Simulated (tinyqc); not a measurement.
Six-transistor SRAM cell, nodal equations and margins: one step of the calculation.

Two cross-coupled inverters (pull-down bn, pull-up bp) hold the nodes Q and QB; access transistors (ba, threshold VTn, gate on the word line at Vdd when selected) join them to the bit lines. Transistor (EKV form, voltages against the body): I = 2 n b Vt^2 [F(vp - Vs) - F(vp - Vd)] from drain to source, F(v) = ln^2(1 + exp(v/(2 Vt))), vp = (Vg - VT + sg |Vd - Vs|)/n. n-channel bodies are at 0; for the p-channel device all voltages are counted down from Vdd. b in uA/V^2 gives I in uA. For an access transistor the bit line is the drain and the node the source. In a read both bit lines are at Vdd. The cell is symmetric (no mismatch).

Task. The largest square in the read butterfly. f(x) is the node voltage of one half-cell in a read for input x (In - Ip - Ia = 0). Static noise margin: side of the largest square between the curve (x, f(x)) and its mirror image (f(y), y); with h(c) the root x of f(x) - x = c, it is the maximum over c > 0 of h(c) - h(-c) + c.

Values chosen for this exercise: temperature T = 250 K; supply voltage Vdd = 0.8 V; slope factor n = 1.14; drain-induced barrier lowering sg = 0.077; n-channel threshold VTn = 0.43 V; p-channel threshold (magnitude) VTp = 0.3 V; gain factor of the pull-down transistor bn = 190 uA/V^2; gain factor of the access transistor ba = 190 uA/V^2; gain factor of the pull-up transistor bp = 100 uA/V^2.

Constants: q = 1.602176634e-19 C, kB = 1.380649e-23 J/K, Vt = kB T/q. Results are converted to the units shown.

| point | c (V) |
|---|---|
| 0 | 0.11 |
| 1 | 0.18 |
| 2 | 0.26 |
| 3 | 0.31 |
| 4 | 0.37 |
| 5 | 0.4 |
| 6 | 0.44 |

Find: h(c); h(-c); side.

Result.

| point | h(c) (V) | h(-c) (V) | side (V) |
|---|---|---|---|
| 0 | 0.43799 | 0.46067 | 0.08731 |
| 1 | 0.43295 | 0.48518 | 0.12777 |
| 2 | 0.42655 | 0.52427 | 0.16228 |
| 3 | 0.41987 | 0.55125 | 0.17862 |
| 4 | 0.40148 | 0.58465 | 0.18683 |
| 5 | 0.38517 | 0.60169 | 0.18348 |
| 6 | 0.35532 | 0.62500 | 0.17032 |

The maximum over c is 186.9 mV, the read margin; with the word line off (no Ia) the same construction gives 311.6 mV.

Computed by the program tinyqc: `OMP_NUM_THREADS=1 python tinyqc.py 2340115 2340116 out.jsonl`, one thread of a shared Intel Xeon 2.30GHz, about 0.2 s for the whole run.
